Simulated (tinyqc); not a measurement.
Quarter-wave Bragg mirror and the threshold of a vertical cavity: one step of the calculation.

N pairs of lossless layers, each a quarter wave thick at lam, in the order nL, nH from the incident medium n0 to the exit medium ns; normal incidence, no dispersion. At wavelength lam + dw each layer has the phase d = (pi/2) lam/(lam + dw) and the matrix [[cos d, i sin d/n], [i n sin d, cos d]].

Task. Reflection at the detuned wavelength. B = M11 + M12 ns, C = M21 + M22 ns; r = (n0 B - C)/(n0 B + C), T = 4 n0 ns/|n0 B + C|^2, R = |r|^2 = 1 - T.

Values chosen for this exercise:
```
symbol,value,unit,meaning
n0,3.456,,index of the incident medium
ns,3.46,,index of the exit medium
```

M:
```
,1,2
1,9.244217938+0.000000000i,0.000000000-0.265199500i
2,0.000000000-2.905832297i,0.024812778+0.000000000i
```

Find: r; T; phase of r against its value at dw = 0.

Result.

r = 0.9616+0.1741i
T = 4.499 %
phase of r against its value at dw = 0 = 0.1792 rad

T is 1.05 times its value at the design wavelength.

Program tinyqc, `OMP_NUM_THREADS=1 python tinyqc.py 2650120 2650121 out.jsonl`; Intel Xeon 2.30GHz, shared host, one thread, about 0.01 s.
